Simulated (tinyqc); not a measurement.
# Changing the temperature T

Model: Debye-Callaway model of lattice thermal conductivity. Computed by tinyqc, a small Python program. Command: `OMP_NUM_THREADS=1 python tinyqc.py 3004489 3004490 out.jsonl callaway sweep`. One thread of a shared host (Intel(R) Xeon(R) Processor @ 2.30GHz), about 0.02 s of CPU time with the checks.

Three acoustic branches with one velocity v, cut at omega_D = k_B Theta/hbar; x = hbar omega/(k_B T). v and Theta are separate inputs: Theta cuts off the heat-carrying modes, so C need not reach 3 k_B/V. gamma is an effective value that sets the umklapp rate. Heat flows along the wire.

Inputs (values chosen for the exercise, modelled on lead telluride):

| quantity | value | unit |
|---|---|---|
| sound velocity v | 1750 | m/s |
| Debye temperature Theta | 138 | K |
| volume per atom V | 33.7 | angstrom^3 |
| mean atomic mass M | 167.4 | u |
| effective Grueneisen parameter gamma | 3.79 | - |
| umklapp exponent divisor b | 3 | - |
| vacancy fraction n_v | 0.0012 | - |
| wire diameter D | 0.15 | micrometre |
| specularity p | 0.2 | - |

Sample: wire. Point defects: vacancies. Normal processes: left out.

Constants: k_B = 1.380649e-23 J/K; hbar = 1.054571817e-34 J s; u = 1.6605390666e-27 kg.

Method:
- A vacancy counts as a mass defect Delta M/M = -3 (the missing mass and twice its bonds), so Gamma = 9 n_v. A = V Gamma/(4 pi v^3).
- Rates: point defects A omega^4; umklapp B omega^2 T exp(-Theta/(b T)) with B = hbar gamma^2/(M v^2 Theta). Boundaries: v/Lambda_B with Lambda_B = D (1 + p)/(1 - p).
- kappa_1 = c int tau_C g dx, g = x^4 e^x/(e^x - 1)^2, c = (k_B/(2 pi^2 v)) (k_B T/hbar)^3, over 0 < x < min(Theta/T, 40), by 96 Gauss-Legendre points in s with x = x_max s^2; tau_C = tau_R, the inverse of the summed rates, and kappa = kappa_1.
- Heat capacity C = 3 c int g dx / v^2; grey free path 3 kappa/(C v); the median free path v tau_C halves kappa_1 when the quadrature points are ordered by free path (each counted at half its weight, interpolated in the logarithm); likewise at 10 % and 90 %.

One run for each value:

| temperature T (K) | kappa (W/(m K)) | heat capacity C (J/(m^3 K)) | grey free path (nm) | median free path (nm) |
|---|---|---|---|---|
| 2.3 | 0.036 | 2.777e+02 | 223.1 | 224.5 |
| 5.7 | 0.467 | 4.226e+03 | 189.2 | 212.3 |
| 8.9 | 1.295 | 1.608e+04 | 138.1 | 186.8 |
| 14.0 | 2.819 | 6.077e+04 | 79.5 | 146.0 |
| 22.0 | 4.601 | 1.868e+05 | 42.2 | 101.4 |
| 34.0 | 5.623 | 3.805e+05 | 25.3 | 64.9 |
| 54.0 | 5.408 | 5.670e+05 | 16.4 | 38.1 |
| 84.0 | 4.397 | 6.750e+05 | 11.2 | 22.5 |
| 130.0 | 3.254 | 7.280e+05 | 7.7 | 13.5 |
| 210.0 | 2.201 | 7.533e+05 | 5.0 | 7.9 |

Give the missing row, temperature T (K) = 3.6.

Computed row:
```
temperature T (K)  kappa (W/(m K))  heat capacity C (J/(m^3 K))  grey free path (nm)  median free path (nm)
3.6                          0.134                    1.065e+03                215.6                  222.2
```

Interpolating between the two neighbouring rows (the first column on a logarithmic scale, the others too where they are positive) misses most in kappa (W/(m K)), by 4.6 %. Over the rows, kappa (W/(m K)) goes from 0.0361 through a maximum among these rows, 5.62 at 34.0, to 2.20; heat capacity C (J/(m^3 K)) rises from 278 to 753000 (exponent d ln y / d ln x 3.0 between the first rows and 0.071 between the last); grey free path (nm) falls from 223 to 5.01 (exponent d ln y / d ln x -0.077 between the first rows and -0.89 between the last). At the low end the exponent of heat capacity C is 3.00, close to 3: the Debye T^3 law. Below the peak the free path saturates and kappa follows C; above it phonon-phonon scattering shortens the free path faster than C grows.

Extremes, crossings and ranges named in words are read from the listed rows.
